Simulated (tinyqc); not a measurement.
Inside a calculation (part 2 of 2). Method: RHF in the sto-3g basis, for BeH2, spin multiplicity 1. Computed by tinyqc, a small Python program that keeps every step (integrals from PySCF). Command: `OMP_NUM_THREADS=1 python tinyqc.py 26149 26150 out.jsonl` (the two numbers bound the seeds that draw the settings). One thread of a shared host (Intel(R) Xeon(R) Processor @ 2.60GHz), about 0.1 s of CPU time with the checks.

Geometry (angstrom):
```
atom         x          y         z
Be    0.000000   0.000000  0.000000
H     0.000000   1.699000  0.000000
H     0.000000  -1.699000  0.000000
```

## Iteration 9 (converged): orbitals

converged F (hartree), order 1Be 1s, 1Be 2s, 1Be 2px, 1Be 2py, 1Be 2pz, 2H 1s, 3H 1s:
```
[[-4.538449, -1.291252, 0.000000, 0.000000, 0.000000, -0.162817, -0.162817],
 [-1.291252, -0.578047, 0.000000, 0.000000, 0.000000, -0.300650, -0.300650],
 [0.000000, 0.000000, 0.212721, -0.000001, 0.000000, -0.000001, 0.000001],
 [0.000000, 0.000000, -0.000001, -0.102010, -0.000001, -0.281840, 0.281839],
 [0.000000, 0.000000, 0.000000, -0.000001, 0.212721, -0.000001, 0.000000],
 [-0.162817, -0.300650, -0.000001, -0.281840, -0.000001, -0.199765, -0.003884],
 [-0.162817, -0.300650, 0.000001, 0.281839, 0.000000, -0.003884, -0.199765]]
```

X, order 1Be 1s, 1Be 2s, 1Be 2px, 1Be 2py, 1Be 2pz, 2H 1s, 3H 1s:
```
[[1.028371, -0.148070, 0.000000, 0.000000, 0.000000, 0.020295, 0.020295],
 [-0.148070, 1.126034, 0.000000, 0.000000, 0.000000, -0.192388, -0.192388],
 [0.000000, 0.000000, 1.000000, 0.000000, 0.000000, 0.000000, 0.000000],
 [0.000000, 0.000000, 0.000000, 1.171185, 0.000000, -0.266754, 0.266754],
 [0.000000, 0.000000, 0.000000, 0.000000, 1.000000, 0.000000, 0.000000],
 [0.020295, -0.192388, 0.000000, -0.266754, 0.000000, 1.133523, -0.042605],
 [0.020295, -0.192388, 0.000000, 0.266754, 0.000000, -0.042605, 1.133523]]
```

Diagonalise F' = X^T F X, C = X C', fill 3 alpha and 3 beta electrons from the bottom; D = 2 C_occ C_occ^T. Each column has its largest component positive (the first on a tie).

F' = X^T F X (hartree):
```
[[-4.429200, -0.699977, 0.000000, 0.000000, 0.000000, 0.011772, 0.011772],
 [-0.699977, -0.174956, 0.000000, 0.000000, 0.000000, -0.248693, -0.248693],
 [0.000000, 0.000000, 0.212721, -0.000001, 0.000000, -0.000001, 0.000000],
 [0.000000, 0.000000, -0.000001, 0.184406, 0.000000, -0.335009, 0.335009],
 [0.000000, 0.000000, 0.000000, 0.000000, 0.212721, 0.000000, 0.000000],
 [0.011772, -0.248693, -0.000001, -0.335009, 0.000000, 0.018737, -0.049481],
 [0.011772, -0.248693, 0.000000, 0.335009, 0.000000, -0.049481, 0.018737]]
```

orbital energies (hartree): [-4.541755, -0.396839, -0.351011, 0.212721, 0.212721, 0.303694, 0.603635]

coefficients C, order 1Be 1s, 1Be 2s, 1Be 2px, 1Be 2py, 1Be 2pz, 2H 1s, 3H 1s:
```
[[0.991970, -0.210133, 0.000001, 0.000000, 0.000000, -0.228329, 0.000000],
 [0.030427, 0.632985, -0.000003, -0.000001, -0.000001, 0.980972, -0.000001],
 [0.000000, 0.000000, 0.000002, 0.847985, -0.530019, 0.000000, 0.000000],
 [0.000000, 0.000003, 0.493601, -0.000001, 0.000000, 0.000001, 1.127097],
 [0.000000, 0.000000, 0.000001, 0.530019, 0.847985, 0.000001, 0.000000],
 [-0.003795, 0.393053, 0.446049, -0.000001, 0.000000, -0.691355, -0.750890],
 [-0.003795, 0.393050, -0.446052, 0.000002, 0.000000, -0.691354, 0.750890]]
```

D after iteration 9, order 1Be 1s, 1Be 2s, 1Be 2px, 1Be 2py, 1Be 2pz, 2H 1s, 3H 1s:
```
[[2.056322, -0.205657, 0.000000, 0.000000, 0.000000, -0.172716, -0.172716],
 [-0.205657, 0.803193, 0.000000, 0.000001, 0.000000, 0.497360, 0.497362],
 [0.000000, 0.000000, 0.000000, 0.000002, 0.000000, 0.000002, -0.000002],
 [0.000000, 0.000001, 0.000002, 0.487285, 0.000001, 0.440342, -0.440341],
 [0.000000, 0.000000, 0.000000, 0.000001, 0.000000, 0.000001, -0.000001],
 [-0.172716, 0.497360, 0.000002, 0.440342, 0.000001, 0.706929, -0.088914],
 [-0.172716, 0.497362, -0.000002, -0.440341, -0.000001, -0.088914, 0.706930]]
```

Within a degenerate level the vectors are fixed only up to a rotation; this is one choice.

## Convergence

Stop when the energy changes by less than 1e-08 hartree and every element of the error matrix X^T (F D S - S D F) X is below 3e-05.

Course of the cycle:
```
iteration   E (hartree)     change  largest element of the error matrix
1           -9.71898065          -                             3.73e+00
2          -15.15538313  -5.44e+00                             3.23e-01
3          -15.45710655  -3.02e-01                             6.52e-02
4          -15.46870081  -1.16e-02                             1.76e-02
5          -15.47077601  -2.08e-03                             5.01e-03
6          -15.47095562  -1.80e-04                             8.54e-04
7          -15.47096052  -4.90e-06                             1.32e-04
8          -15.47096060  -7.93e-08                             1.42e-05
9          -15.47096060  -7.51e-10                             3.01e-06
```

PySCF RHF in the same basis = -15.47096060 hartree

Converged in 9 iterations.

## Populations, bond orders and dipole

overlap S, order 1Be 1s, 1Be 2s, 1Be 2px, 1Be 2py, 1Be 2pz, 2H 1s, 3H 1s:
```
[[1.000000, 0.259517, 0.000000, 0.000000, 0.000000, 0.031598, 0.031598],
 [0.259517, 1.000000, 0.000000, 0.000000, 0.000000, 0.324885, 0.324885],
 [0.000000, 0.000000, 1.000000, 0.000000, 0.000000, 0.000000, 0.000000],
 [0.000000, 0.000000, 0.000000, 1.000000, 0.000000, 0.410434, -0.410434],
 [0.000000, 0.000000, 0.000000, 0.000000, 1.000000, 0.000000, 0.000000],
 [0.031598, 0.324885, 0.000000, 0.410434, 0.000000, 1.000000, 0.007605],
 [0.031598, 0.324885, 0.000000, -0.410434, 0.000000, 0.007605, 1.000000]]
```

Mulliken: Z minus the diagonal of D S on the atom; Loewdin: the same with S^(1/2) D S^(1/2); Mayer order: 2 sum_s sum (D(s) S)_ij (D(s) S)_ji over the two atoms.

Charges (e):
```
atom   Mulliken    Loewdin
1Be    0.086225   0.075612
2H    -0.043112  -0.037806
3H    -0.043113  -0.037806
```

Mayer bond orders:
```
pair     order
2-1   0.986447
3-1   0.986447
3-2   0.011694
```

dipole moment about the origin, x y z (debye): [-0.000001, 0.000001, -0.000003]
